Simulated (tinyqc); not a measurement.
Atomic layer deposition: Langmuir saturation, growth per cycle and coating of deep features: one step, computed by the program tinyqc.

Precursor A sticks only on free sites, so a long enough pulse saturates; co-reactant B then frees the sites again.

Problem. Steady growth per cycle. One cycle from coverage th0: pulse A gives th1 = th_s + (th0 - th_s) exp(-(k_a + k_d) t), th_s = k_a/(k_a + k_d); the purge leaves th2 = th1 exp(-k_d t_p); pulse B converts c_B th2 into film and leaves th3 = (1 - c_B) th2. Growth = G c_B th2. The periodic state has th0 = th3: th0 = (1 - c_B) e_p th_s (1 - e_a)/(1 - (1 - c_B) e_p e_a), with e_a = exp(-(k_a + k_d) t), e_p = exp(-k_d t_p). Share of impinging molecules used = q (th1 - th0)/(F t).

Inputs (values chosen for the exercise, modelled on silicon dioxide from an aminosilane and ozone): site density q = 2.6 1/nm^2; growth per cycle at saturation G = 1.2 angstrom; temperature T = 225 C; pulse time t = 0.21 s; co-reactant completion per pulse c_B = 0.95; purge time t_p = 1.2 s.

k_a = 28.96476 1/s

k_d = 1.921188e-06 1/s

flux F = 8859.809 1/(nm^2 s)

Give: coverage after pulse A; growth per cycle; share of impinging molecules used.

Solution.

coverage after pulse A = 0.9978

growth per cycle = 1.138 angstrom

share of impinging molecules used = 0.001325

The pulse is 6.08 filling times long: saturated.
